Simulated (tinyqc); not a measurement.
Order-disorder in a binary alloy on two sublattices: Bragg-Williams and pair (quasi-chemical) approximations: one step, computed by the program tinyqc. Command: `OMP_NUM_THREADS=1 python tinyqc.py 3018984 3018985 out.jsonl order walk`. One thread of a shared host (Intel(R) Xeon(R) Processor @ 2.30GHz), about 0.01 s of CPU time with the checks.

All z = 8 neighbours of a site lie on the other sublattice. B fills the sublattices with x + eta/2 and x - eta/2; energies are per site, from the pure components: u = -z w y with y the probability of an A-B bond taken in one order.

Problem. Critical temperatures. Bragg-Williams: k_B T_c = 2 z w x (1 - x). Pair approximation at x = 1/2: k_B T_c = w/ln(z/(z - 2)).

Inputs (values chosen for the exercise, for a model alloy): ordering energy w = (e_AA + e_BB)/2 - e_AB = 9.8 meV; fraction x of B = 0.46.

Lattice: bcc (B2 order, z = 8).

Constants: k_B = 8.617333262e-05 eV/K.

Give: T_c, Bragg-Williams; T_c, pair approximation at x = 1/2.

Solution.

T_c, Bragg-Williams = 452.0 K

T_c, pair approximation at x = 1/2 = 395.3 K

At x = 1/2 the pair value is 0.869 of the Bragg-Williams one; the ratio tends to 1 as z grows.
